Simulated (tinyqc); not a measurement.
# Worked calculation: round nanowire with a gate all round, subbands and threshold shift from confinement

Computed by the program tinyqc: `OMP_NUM_THREADS=1 python tinyqc.py 2350055 2350056 out.jsonl`, one thread of a shared Intel Xeon 2.30GHz, about 0.2 s for the whole run. Printed values are rounded.

Undoped body with a flat potential across it, hard walls, transport along x. Three valley pairs (g = 2 each) with the longitudinal mass along x, y or z. Non-parabolicity enters the subband edges through E (1 + al E) = gamma, so E = 2 gamma/(1 + sqrt(1 + 4 al gamma)); motion within a subband is taken as parabolic with the band-edge mass. Energies are counted from the bulk band edge.

Inputs (values chosen for the exercise); masses close to those of silicon: temperature T = 200 K; longitudinal mass ml = 0.926 m0; transverse mass mt = 0.189 m0; non-parabolicity al = 0 1/eV; diameter t = 7.1 nm; widening of the box by penetration into the insulator dl = 0.3 nm.

Constants: q = 1.602176634e-19 C, kB = 1.380649e-23 J/K, hbar = 1.054571817e-34 J s, m0 = 9.1093837015e-31 kg, Vt = kB T/q, hbar^2/(2 m0) = 0.0380998212 eV nm^2. Results are converted to the units shown.

Range of the model: For the strongly anisotropic y and z valleys the mean inverse mass serves only for l = 0; pairs with l > 0 really split widely.

## Lowest subbands

gamma = C (2 z/(t + dl))^2 (1/my + 1/mz)/2, z the zeros of the Bessel functions J_l (2.404826, 3.831706, 5.135622, 5.520078, ...), twofold for l > 0; the mean inverse mass is an approximation for anisotropic valleys, C = hbar^2/(2 m0). List the 6 lowest, labelled by valley axis and quantum numbers, with degeneracy g and N_k: N_k = g sqrt(2 mx m0 kB T/(pi hbar^2)).

E_k, subband y0,1 to x1,1 (eV): [0.05126946, 0.05126946, 0.08515788, 0.1301595, 0.1301595, 0.2161932]
g, subband y0,1 to x1,1: [2, 2, 2, 4, 4, 4]
N_k, subband y0,1 to x1,1 (cm^-1): [3.299331e6, 3.299331e6, 7.302987e6, 6.598663e6, 6.598663e6, 1.460597e7]

## Threshold shift

Each subband has N_k = g sqrt(2 mx m0 kB T/(pi hbar^2)); without degeneracy n = exp(EF/Vt) sum N_k exp(-E_k/Vt). Classical value Nc times pi t^2/4, Nc = sum over valleys of 2 g (m m0 kB T/(2 pi hbar^2))^1.5 with m = (mx my mz)^(1/3). Threshold shift dVT = Vt ln(classical value/sum N_k exp(-E_k/Vt)). Use the subbands listed.

shares, subband y0,1 to x1,1 (%): [42.53029, 42.53029, 13.17717, 0.87455, 0.87455, 0.01315]
sum N_k exp(-E_k/Vt) = 3.960903e5 cm^-1
Nc = 1.490574e19 cm^-3
classical value = 5.901471e6 cm^-1
dVT = 46.55626 mV

With all subbands dVT = 46.56 mV. The lowest edge lies at 51.3 meV; dVT is smaller than that, since sum N_k exp(-(E_k - E_1)/Vt) exceeds the classical value.
